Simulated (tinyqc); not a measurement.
Bethe-Salpeter matrix of a two-band square lattice (Tamm-Dancoff form): one step. The singlet matrix.

One valence and one conduction band, lattice period 1, mesh k = 2 pi j/N along each axis (first index slowest). Pair energies D(k) = Eg + 2 t sum(1 - cos k), t = tc + tv. Screened attraction W(R) = U at R = 0 and V/|R| otherwise, R over the N x N cells with the nearest image; W(q) = sum_R W(R) cos(q R). H(k, k') = D(k) delta - W(k - k')/Nk + 2 J/Nk for singlets (J = 0 for triplets), Nk the number of k points. With a constant transition dipole the strength of a state is f = (sum_k A_k)^2/Nk, and the f sum to 1.

Values chosen for the exercise: Eg = 4.3 eV (quasiparticle gap); tc = 0.11 eV (conduction hopping); tv = 0.19 eV (valence hopping); U = 1.17 eV (attraction in the same cell); V = 0.53 eV (attraction at one cell distance); J = 0.56 eV (exchange in the same cell); N = 3 (k points along each axis).

Problem. Fill in H.

Give: H.

Solution.

H (eV):
```
        j00     j01     j02     j10     j11     j12     j20     j21     j22
j00  3.8923  0.0188  0.0188  0.0188  0.0706  0.0706  0.0188  0.0706  0.0706
j01  0.0188  4.7923  0.0188  0.0706  0.0188  0.0706  0.0706  0.0188  0.0706
j02  0.0188  0.0188  4.7923  0.0706  0.0706  0.0188  0.0706  0.0706  0.0188
j10  0.0188  0.0706  0.0706  4.7923  0.0188  0.0188  0.0188  0.0706  0.0706
j11  0.0706  0.0188  0.0706  0.0188  5.6923  0.0188  0.0706  0.0188  0.0706
j12  0.0706  0.0706  0.0188  0.0188  0.0188  5.6923  0.0706  0.0706  0.0188
j20  0.0188  0.0706  0.0706  0.0188  0.0706  0.0706  4.7923  0.0188  0.0188
j21  0.0706  0.0188  0.0706  0.0706  0.0188  0.0706  0.0188  5.6923  0.0188
j22  0.0706  0.0706  0.0188  0.0706  0.0706  0.0188  0.0188  0.0188  5.6923
```

Computed by tinyqc, a small Python program: `OMP_NUM_THREADS=1 python tinyqc.py 1282196 1282197 out.jsonl` (the numbers bound the seed that draws the inputs); one thread of a shared host (Intel(R) Xeon(R) Processor @ 2.30GHz), about 0.7 s for the whole set of steps.
